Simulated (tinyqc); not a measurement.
Screening the field: polar nitride quantum well with polarisation fields.

Envelope functions on cells of 0.25 angstrom over barrier, well, barrier (widths Lb, Lw, Lb), psi = 0 beyond, psi'/m continuous (mean mass between points), c = hbar^2/2m0. With u(z) the integral of e F (F_w in the well, F_b = -F_w Lw/Lb in the barriers, 1 MV/cm = 0.01 V/angstrom), zero at the centre of the well, the electron sees u plus Vc in the barriers and the hole -u plus Vv. The transition is Eg + E_e + E_h; excitons are left out.

Constants: hbar^2/2m0 = 3.80998211 eV angstrom^2; hc = 1239.841984 eV nm.

Values chosen for the exercise (near those of a GaN well in AlN; the results hold for these values, not for the real material): Lw = 19 angstrom (well width); Lb = 55 angstrom (barrier width); Eg = 3.44 eV (gap of the well); Vc = 1.85 eV (conduction offset); Vv = 0.87 eV (valence offset); me = 0.2 m0 (electron, well); meb = 0.32 m0 (electron, barrier); mh = 1.64 m0 (hole, everywhere).

F_w = -6.5619 MV/cm

Carriers or a semipolar orientation reduce the field; here it is simply scaled in well and barrier.

Results:
```
share of the field  F_w (MV/cm)  E (eV)     nm  overlap^2  separation (angstrom)
1.0                      -6.562  3.3440  370.8       0.17                    9.8
0.8                      -5.249  3.4629  358.0       0.25                    8.8
0.6                      -3.937  3.5680  347.5       0.38                    7.5
0.4                      -2.625  3.6553  339.2       0.57                    5.9
0.2                      -1.312  3.7178  333.5       0.82                    3.6
0.0                       0.000  3.7420  331.3       0.97                    0.0
```

Full screening shifts the line by -39.4 nm (+398 meV). The first fifth of the screening gives 119 meV and the last fifth 24 meV; a purely quadratic shift would give a ratio of 9, a linear one 1, and here it is 4.9.

Computed by tinyqc, a small Python program: `OMP_NUM_THREADS=1 python tinyqc.py 1250876 1250877 out.jsonl` (the numbers bound the seed that draws the inputs); one thread of a shared host (Intel(R) Xeon(R) Processor @ 2.30GHz), about 0.05 s for the whole set of steps.
